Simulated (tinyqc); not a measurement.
The three schemes as the step is halved: finite-difference solution of the diffusion equation on a small grid. Computed by tinyqc, a small Python program. Command: `OMP_NUM_THREADS=1 python tinyqc.py 3029674 3029675 out.jsonl fdiff walk`. One thread of a shared host (Intel(R) Xeon(R) Processor @ 2.30GHz), about 0.01 s of CPU time with the checks.

dC/dt = D d2C/dx2 on nodes x_j = j dx, j = 0..11; the far end is sealed.

Inputs (values chosen for the exercise):
```
quantity           value              unit
diffusivity D        2.6            nm^2/s
grid spacing dx        5                nm
time step dt         2.6                 s
final time t_f      41.6                 s
surface value C_s     73  % of a reference
```

Boundary at x = 0: fixed surface value. Scheme: explicit.

start values C_j, j = 0, 1, ... (% of a reference): 0  0  0  0  0  0  0  0  0  0  0  0

Method:
- The operator M acts as (M C)_j = C_(j-1) - 2 C_j + C_(j+1); at the sealed far end a mirror node gives 2 C_(N-2) - 2 C_(N-1); at j = 0, C_0 is held at C_s from the start (row of zeros).
- r = D dt/dx^2.
- The mode of M with eigenvalue mu has its amplitude multiplied per step by g = (1 + (1 - theta) r mu)/(1 - theta r mu), with theta = 0 explicit, 1 implicit, 1/2 Crank-Nicolson; the explicit scheme is stable for r up to 2/|mu_min|.
- With r = D dt/dx^2: (1 - theta r M) C(new) = (1 + (1 - theta) r M) C(old); theta = 0 explicit, 1 implicit, 1/2 Crank-Nicolson.
- Each run reaches t_f in n equal steps; errors are the largest difference from exp(M D t_f/dx^2) C(0). A dash marks unstable explicit runs.

largest stable r of the explicit scheme = 0.502558

Largest error at t_f (%):
```
steps n       r  explicit  implicit  Crank-Nicolson
4        1.0816         -    2.4282      2.6347e-01
8        0.5408         -    1.2342      5.2521e-02
16       0.2704   0.61523    0.6189      1.3151e-02
32       0.1352   0.30851    0.3095      3.2888e-03
64       0.0676   0.15443    0.1547      8.2225e-04
128      0.0338   0.07725    0.0773      2.0557e-04
256      0.0169   0.03863    0.0386      5.1392e-05
```

What follows from these numbers?

From the last two rows, halving the step divides the error by 2.00 (explicit), 2.00 (implicit), 4.00 (Crank-Nicolson): a factor 2 marks first order in dt and 4 second order. The explicit scheme needs n of at least 9 to be stable; the other two are stable at any step.

Extremes, crossings and ranges named in words are read from the listed rows.
